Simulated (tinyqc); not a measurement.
Electron mobility in a silicon inversion layer, empirical terms and Matthiessen rule: effect of the temperature.

Inversion layer of sheet density Ns on a uniformly doped body, under a high-permittivity gate with an interlayer. The mobility terms are empirical power laws with prefactors chosen for the exercise; adding their inverses (Matthiessen) is itself an approximation.

Nc and Nv are given at 250 K and scale as (T/250 K)^1.5; Eg is fixed. ni = sqrt(Nc Nv) exp(-Eg/(2 Vt)), Eg in volts; Ndep = sqrt(2 eps0 eps_r Nb (2 Vt ln(Nb/ni) + Vsb)/q); E = q (Ndep + eta Ns)/(eps0 eps_r), in MV/cm. With t = T/(300 K): muC = Ac (Ns/1e12 cm^-2) t/(Nb/1e17 cm^-3 + Nit/1e11 cm^-2), muP = Ap E^(-1/3) t^(-1.75), muS = As E^(-gs), muR = Ar exp(2 ti/lr)/t; 1/mu is the sum of the inverses.

Inputs (values chosen for the exercise); material values close to those of silicon:
- Eg = 1.13 eV (band gap)
- eps_r = 11.6 (relative permittivity of the semiconductor)
- Nc = 2.17e19 cm^-3 (conduction-band density of states at the reference temperature)
- Nv = 2.02e19 cm^-3 (valence-band density of states at the reference temperature)
- Nb = 8.7e17 cm^-3 (body doping)
- Vsb = 0.3 V (reverse body bias)
- eta = 0.5 (weight of the inversion charge in the effective field)
- Ap = 387 cm^2/(V s) (phonon-limited mobility at 1 MV/cm and 300 K)
- As = 1190 cm^2/(V s) (roughness-limited mobility at 1 MV/cm)
- gs = 2 (exponent of the roughness term)
- Ac = 3700 cm^2/(V s) (Coulomb prefactor)
- Nit = 8.8e11 cm^-2 (charge at the interface)
- Ar = 370 cm^2/(V s) (remote-phonon mobility without interlayer)
- ti = 0.5 nm (interlayer thickness)
- lr = 0.7 nm (decay length of remote phonons)
- Ns = 1.4e12 cm^-2 (inversion density)

Constants: q = 1.602176634e-19 C, kB = 1.380649e-23 J/K, Vt = kB T/q, eps0 = 8.8541878128e-14 F/cm where lengths are in cm. Results are converted to the units shown.

Effect of the temperature:
```
T (K)	E (MV/cm)	muC (cm^2/(V s))	muP (cm^2/(V s))	muS (cm^2/(V s))	muR (cm^2/(V s))	mu (cm^2/(V s))
120	0.7228	118.4	2143	2278	3860	104.1
160	0.7169	157.9	1299	2315	2895	126.9
200	0.7105	197.3	881.8	2358	2316	141.7
250	0.7016	246.7	599.2	2418	1853	149.8
300	0.6920	296.0	437.5	2485	1544	148.9
350	0.6817	345.3	335.8	2560	1323	142.4
400	0.6708	394.7	267.2	2644	1158	133.0
450	0.6593	444.0	218.7	2738	1029	122.5
```

As T goes from 120 to 450 K, E falls from 0.723 to 0.659 MV/cm and mu goes from 104 through a maximum of 150 (at T = 250 K among the rows listed) to 123 cm^2/(V s). The smallest term is the Coulomb one in the first row and the phonon one in the last. Coulomb scattering weakens and phonon scattering grows with T, hence the maximum. For T = 120 to 160 K dopant freeze-out and degenerate screening, left out here, matter.

tinyqc, about 0.01 s, one thread, Intel Xeon 2.30GHz (shared host): `OMP_NUM_THREADS=1 python tinyqc.py 2510026 2510027 out.jsonl`
